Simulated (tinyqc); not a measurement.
The window of frequencies: the 3-omega method: a line heater on a substrate with a thin film. Computed by tinyqc, a small Python program. Command: `OMP_NUM_THREADS=1 python tinyqc.py 3022011 3022012 out.jsonl threeomega walk`. One thread of a shared host (Intel(R) Xeon(R) Processor @ 2.30GHz), about 0.01 s of CPU time with the checks.

A current at angular frequency omega = 2 pi f heats the line at 2 omega with the amplitude P per length; the temperature swing Delta T at 2 omega gives a voltage at 3 omega. The substrate is taken as semi-infinite and isotropic, and the heat capacity of heater and film is left out.

Inputs (values chosen for the exercise, modelled on a phase-change telluride on silicon):

| quantity | value | unit |
|---|---|---|
| substrate conductivity kappa | 140 | W/(m K) |
| substrate heat capacity C | 1.64 | 1e6 J/(m^3 K) |
| heater half-width b | 3.1 | micrometre |
| power amplitude per length P | 9.9 | W/m |
| current frequency f | 1100 | Hz |
| substrate thickness d_s | 725 | micrometre |

Method:
- D = kappa/C; q = sqrt(2 i omega/D); penetration depth 1/|q| = sqrt(D/(2 omega)).
- Delta T_s = (P/(pi kappa)) int_0^infinity (sin x/x)^2 / sqrt(x^2 + (q b)^2) dx with (q b)^2 = i |q b|^2, averaged over the heater width (12 Gauss-Legendre points on each of the pieces 0, 14 log-spaced edges from 1e-5 to 1, and multiples of pi to 40 pi; the tail adds 1/(4 (40 pi)^2)).
- For |q| b much below 1: Delta T_s = (P/(pi kappa)) [-ln(|q| b) + eta - i pi/4], eta = 3/2 - C_E = 0.92278, with Euler's C_E = 0.5772157.
- The slope value uses each f and 2f: kappa = P ln 2/(2 pi [Delta T(f) - Delta T(2f)]).

diffusivity D = 85.3659 mm^2/s

Bare substrate:

| f (Hz) | penetration depth (micrometre) | \|q\| b | in-phase (K) | out-of-phase (K) | narrow-line form (K) | kappa from the slope (W/(m K)) |
|---|---|---|---|---|---|---|
| 7.1 | 978.16 | 0.0031692 | 0.15029 | -0.017678 | 0.15029 | 140.00 |
| 71 | 309.32 | 0.010022 | 0.12438 | -0.017676 | 0.12438 | 140.01 |
| 710 | 97.816 | 0.031692 | 0.098468 | -0.017662 | 0.098465 | 140.05 |
| 3500 | 44.056 | 0.070365 | 0.080526 | -0.017611 | 0.080511 | 140.26 |
| 14000 | 22.028 | 0.14073 | 0.064967 | -0.017458 | 0.064909 | 141.03 |
| 71000 | 9.7816 | 0.31692 | 0.046923 | -0.016864 | 0.046636 | 145.08 |
| 280000 | 4.9256 | 0.62937 | 0.032257 | -0.015452 | 0.031194 | 159.00 |
| 1.40e+06 | 2.2028 | 1.4073 | 0.017404 | -0.011801 | 0.013080 | 225.34 |
| 7.10e+06 | 0.97816 | 3.1692 | 0.0078944 | -0.0067686 | -0.0051929 | 471.50 |
| 4.20e+07 | 0.40217 | 7.7081 | 0.0032435 | -0.0030541 | -0.025199 | 1149.6 |

What follows from these numbers?

The slope gives kappa within 1 % up to |q| b = 0.14 (f = 14000 Hz) among these rows. The penetration depth stays under d_s/5 = 145 micrometre from f = 710 Hz up, so a usable window lies between the two. At high f the flow turns one-dimensional: in-phase and out-of-phase parts become equal in size (ratio 0.94 in the last row) and fall as f^(-1/2) (exponent -0.50).
